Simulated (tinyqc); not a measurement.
The window in starting coverage: bottom-up copper filling of a trench by curvature-enhanced accelerator coverage. Computed by tinyqc, a small Python program. Command: `OMP_NUM_THREADS=1 python tinyqc.py 3009261 3009262 out.jsonl superfill walk`. One thread of a shared host (Intel(R) Xeon(R) Processor @ 2.30GHz), about 0.06 s of CPU time with the checks.

A rectangular trench keeps vertical walls and a flat floor. An accelerator floats on the surface; where area is lost in the corners it is passed on to the floor.

Inputs (values chosen for the exercise, close to those used for damascene copper plating): trench width w = 62 nm; aspect ratio h/w = 3.2; exchange current of the suppressed surface i_0 = 0.011 mA/cm^2; exchange current of the accelerated surface i_1 = 1.6 mA/cm^2; transfer coefficient alpha = 0.38; overpotential eta = 0.19 V; adsorption rate k_a = 0 1/s; cupric ion concentration C = 0.89 mol/l; diffusivity D = 3.9e-06 cm^2/s; boundary layer delta = 21 um; temperature T = 298 K.

Constants: e = 1.602176634e-19 C; N_A = 6.02214076e+23 1/mol; k_B = 8.617333262e-05 eV/K.

Method. Kinetic current i_k = [i_0 (1 - theta) + i_1 theta] exp(alpha eta/(k_B T)), limit i_L = 2 F D C/delta, i = 1/(1/i_k + 1/i_L); velocity v = i Omega/(2F), Omega = 7.11 cm^3/mol, F = e N_A. Depletion inside the trench is ignored. Half width x, floor height y, depth h = aspect ratio x w. dx/dt = -v_s, dy/dt = v_b. d theta_b/dt = k_a (1 - theta_b) + [theta_s v_b + theta_b v_s]/x: the floor takes the accelerator of the wall it covers and keeps its own as it narrows. d theta_s/dt = k_a (1 - theta_s). theta_b is capped at 1. Integrate (tolerance 1e-9) until the walls meet (x = 0.02 w/2) or the floor passes the original mouth y = h. Start: x = w/2, y = 0, theta_b = theta_s = theta_0. Height filled = y/h, opening left = x/(w/2).

Outcome:
```
theta_0  v(1)/v(theta_0)  height filled  opening left  time (s)
0.001             117.38         0.2953      0.020000    393.96
0.003              93.74         0.6144      0.020000    314.61
0.010              55.00         1.0000      0.041991    180.44
0.020              34.60         1.0000      0.061091    111.25
0.050              16.40         0.9650      0.020000     55.06
0.100               8.77         0.7103      0.020000     29.43
0.200               4.57         0.4872      0.020000     15.33
0.400               2.36         0.3139      0.020000      7.92
0.800               1.23         0.1862      0.020000      4.12
```

The fill succeeds for theta_0 from 0.01 to 0.02 among these rows, with the widest margin at 0.02. Too little accelerator takes too long to concentrate. Too much speeds the walls as well and removes the contrast.
